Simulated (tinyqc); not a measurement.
Vibrations of a mass or spring defect in a linear chain. From one set of inputs to another, one input at a time. Computed by tinyqc, a small Python program. Command: `OMP_NUM_THREADS=1 python tinyqc.py 3008632 3008633 out.jsonl localmode ladder`. One thread of a shared host (Intel(R) Xeon(R) Processor @ 2.30GHz), about 0.02 s of CPU time with the checks.

A ring of N atoms with nearest-neighbour springs k and motion along the chain. Atom 1 is the defect, of mass M', and its two springs are k'. All other atoms have the mass M.

The inputs printed are set A. Inputs not listed in the table keep their values of set A, so the rows need not describe a real material.

Inputs (values chosen for the exercise, for a model chain):
```
quantity,value,unit
spring constant k,7.71,eV/angstrom^2
host mass M,111,u
defect mass M',299,u
spring ratio k'/k at the defect,1,-
```

Host: monatomic.

Constants: nu for 1 eV/(angstrom^2 u) = 15.6333042 THz.

Method:
- Host band: lambda from 0 to 4k/M.
- nu = 15.6333042 THz x sqrt(lambda), lambda in eV/(angstrom^2 u).
- D_ii = (sum of the two springs at i)/M_i, D_ij = -k_ij/sqrt(M_i M_j) for neighbours, closed into a ring.
- The same matrix for 120 atoms; amplitudes are the mass-weighted eigenvector, in size, relative to the defect, for the highest mode; its weight is the squared component of the normalised eigenvector on the defect.

Each row keeps all changes above it:
```
input moved,from,to,"highest frequency, long ring (THz)",weight of the highest mode on the defect,ratio to the top of the host band
set A,-,-,8.2397,2.6426e-06,0.9999
spring constant k (eV/angstrom^2),7.71,5.62,7.0348,2.6426e-06,0.9999
host mass M (u),111,109,7.0990,2.5417e-06,0.9999
defect mass M' (u),299,51.8,8.3403,6.8833e-01,1.1748
```

Highest frequency, long ring goes from 8.24 to 8.34, a factor 1.012 in all. The largest single move comes from defect mass M' (a factor 1.17), and spring constant k works against it (a factor 0.854). Weight of the highest mode on the defect goes from 2.64e-6 to 0.688, a factor 260000 in all. The largest single move comes from defect mass M' (a factor 271000). Ratio to the top of the host band goes from 1.000 to 1.17, a factor 1.17 in all. The largest single move comes from defect mass M' (a factor 1.17). The single moves hold for this order of the switches; the total does not depend on the order.

Extremes, crossings and ranges named in words are read from the listed rows.
